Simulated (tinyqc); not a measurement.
Worked calculation: two-band massive Dirac model of the K valleys. Values are carried at full precision from step to step, so a last printed digit may differ when a step is redone from the rounded ones.

Basis (conduction, valence): H = [[D/2, a t (tau kx - i ky)], [a t (tau kx + i ky), -D/2 + lam tau sz]], valley tau = +/-1, spin sz = +/-1. The gap of a spin and valley is G = D - lam tau sz. Berry curvature Omega = curl of i<u|grad u>; for the conduction band Omega_c = -tau 2 a^2 t^2 G/(G^2 + 4 a^2 t^2 k^2)^(3/2), and Omega_v = -Omega_c.

Constants: hbar^2/2m0 = 3.80998211 eV angstrom^2.

Parameters, chosen for this exercise (near those used for monolayer WSe2; shifted at random, so the results belong to these values and not to a real crystal):

| symbol | value | unit | meaning |
|---|---|---|---|
| a | 3.302 | angstrom | lattice constant |
| D | 1.63 | eV | gap parameter |
| t | 1.13 | eV | effective hopping |
| lam | 0.242 | eV | half the valence spin splitting |
| tau | 1 |  | valley |
| sz | 1 |  | spin |
| k | (0.008, 0.048) | 1/angstrom | wave vector from the valley |
| h | 0.02 | 1/angstrom | side of the plaquette |

## Band edges of the four flavours

At k = 0: Ec = D/2, Ev = -D/2 + lam tau sz; mass m/m0 = c G/(a t)^2 for both bands, c = hbar^2/2m0; Omega_c(0) = -2 tau a^2 t^2/G^2.

Edges:

| tau | sz | Ec (eV) | Ev (eV) | G (eV) | mass (m0) | Omega_c (angstrom^2) |
|---|---|---|---|---|---|---|
| 1 | 1 | 0.8150 | -0.5730 | 1.3880 | 0.3798 | -14.453 |
| 1 | -1 | 0.8150 | -1.0570 | 1.8720 | 0.5123 | -7.946 |
| -1 | 1 | 0.8150 | -1.0570 | 1.8720 | 0.5123 | 7.946 |
| -1 | -1 | 0.8150 | -0.5730 | 1.3880 | 0.3798 | 14.453 |

The top of the valence band has spin up at tau = +1 and spin down at tau = -1: spin and valley are locked, with 484 meV between the two valence bands (A and B transitions at 1.388 and 1.872 eV, without exciton binding).

## H at one k

Fill in the matrix and diagonalise: E = lam tau sz/2 -/+ sqrt(G^2/4 + a^2 t^2 k^2).

H (eV):
```
                c               v
c          0.8150  0.0299-0.1791i
v  0.0299+0.1791i         -0.5730
```

levels (eV): -0.5964  0.8384

cos(theta) = G/(E+ - E-) = 0.9674

## Curvature, orbital moment and circular dichroism

Omega_c from the formula; orbital moment of both bands m = -tau (a t)^2 G/(c (G^2 + 4 a^2 t^2 k^2)) in Bohr magnetons (charge -e), c = hbar^2/2m0; interband strengths |P+/-|^2 proportional to (1 +/- tau cos(theta))^2 for P+/- = Px +/- i Py, and eta = (|P+|^2 - |P-|^2)/(|P+|^2 + |P-|^2) = 2 tau cos(theta)/(1 + cos^2(theta)).

Omega_c = -13.087 angstrom^2
orbital moment = -2.464 muB
eta = 0.9995

All three change sign with the valley. The selection rule, exact at k = 0, still holds to 99.9 % here.

## The curvature from a plaquette

Corners counter-clockwise around k, from (-h/2, -h/2); upper eigenvector u with its first component real and positive; Omega = -(sum of arg <u_j|u_(j+1)>)/h^2.

Corners:

| j | kx | ky | u_c | u_v | arg <u_j\|u_j+1> (rad) |
|---|---|---|---|---|---|
| 1 | -0.0020 | 0.0380 | 0.99491 | -0.00529+0.10059i | -0.005315 |
| 2 | 0.0180 | 0.0380 | 0.99383 | 0.04749+0.10026i | 0.002461 |
| 3 | 0.0180 | 0.0580 | 0.98758 | 0.04658+0.15008i | 0.007802 |
| 4 | -0.0020 | 0.0580 | 0.98859 | -0.00519+0.15056i | 0.000275 |

Omega_c from the plaquette = -13.057 angstrom^2

The formula at the centre gives -13.087; the plaquette averages over its area.

## Checks

- Curvature formula against a plaquette of side 1e-4: both -13.087.
- Eta against the matrix elements of dH/dkx +/- i dH/dky: both 0.99945.

Computed by tinyqc, a small Python program: `OMP_NUM_THREADS=1 python tinyqc.py 1452772 1452773 out.jsonl` (the numbers bound the seed that draws the inputs); one thread of a shared host (Intel(R) Xeon(R) Processor @ 2.30GHz), about 0.01 s for the whole set of steps.
